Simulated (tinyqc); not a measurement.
Hot carriers by balance equations with a heated Maxwellian: one step, computed by the program tinyqc.

The carriers follow a Maxwellian at an electron temperature T_e, slightly displaced; the drift energy is neglected against k_B T_e. The balance averages the rate, not the time, so mu_0 lies below the relaxation-time value.

Problem. Drift velocity. Parabolic band: E = hbar^2 k^2/(2 m), speed v = hbar k/m, states per spin, volume and energy g(E) = m k/(2 pi^2 hbar^2). Masses are multiplied by m_0 and all formulas are in SI units. Phonon occupation N_q = 1/(exp(hbar w/(k_B T)) - 1). Acoustic deformation potential (elastic, equipartition, absorption and emission together): 1/tau = 2 pi k_B T D_A^2 g(E)/(hbar rho v_l^2). Optical or intervalley deformation potential: 1/tau = (pi Z_f D_o^2/(rho w)) [N_q g(E + hbar w) + (N_q + 1) g(E - hbar w)], with g = 0 below the band edge. Averages over the Maxwellian, <y> = int y x^(1/2) exp(-x) dx / int x^(1/2) exp(-x) dx with x = E/(k_B T_e), split at x_0 = hbar w/(k_B T_e): 64 Gauss-Legendre points in sqrt(x) below it and 128 in sqrt(x - x_0) above it, up to x = 32. Momentum balance: mu(T_e) = e/(m nu), nu = <x (sum of rates)>/<x>. Power lost per carrier: P(T_e) = hbar w <emission rate - absorption rate> + <(2 m v_l^2/(k_B T)) (E - 2 k_B T) acoustic rate>. v = mu(T_e) F; warm-carrier coefficient (mu/mu_0 - 1)/F^2.

Inputs (values chosen for the exercise, for a model non-polar semiconductor): effective mass m = 0.386 m_0; density rho = 5730 kg/m^3; sound velocity v_l = 7190 m/s; acoustic deformation potential D_A = 5 eV; phonon energy hbar w = 44.9 meV; optical or intervalley deformation potential D_o = 3.1 1e8 eV/cm; final valleys Z_f = 2; lattice temperature T = 300 K; electric field F = 5.4 kV/cm.

Band: parabolic. Solver: Newton.

electron temperature T_e = 2057.559 K

low-field mobility mu_0 = 4205.997 cm^2/(V s)

Constants: k_B = 8.617333262e-05 eV/K; k_B = 1.380649e-23 J/K; e = 1.602176634e-19 C; hbar = 1.054571817e-34 J s; m_0 = 9.1093837015e-31 kg; hbar = 6.582119569e-16 eV s.

Give: mobility mu(T_e); drift velocity; mu/mu_0; (mu/mu_0 - 1)/F^2.

Solution.

mobility mu(T_e) = 1315 cm^2/(V s)

drift velocity = 0.7099 1e7 cm/s

mu/mu_0 = 0.3126

(mu/mu_0 - 1)/F^2 = -0.02357 cm^2/kV^2

Caution: k_B T_e exceeds 0.12 eV, where non-parabolicity and a non-Maxwellian tail matter.
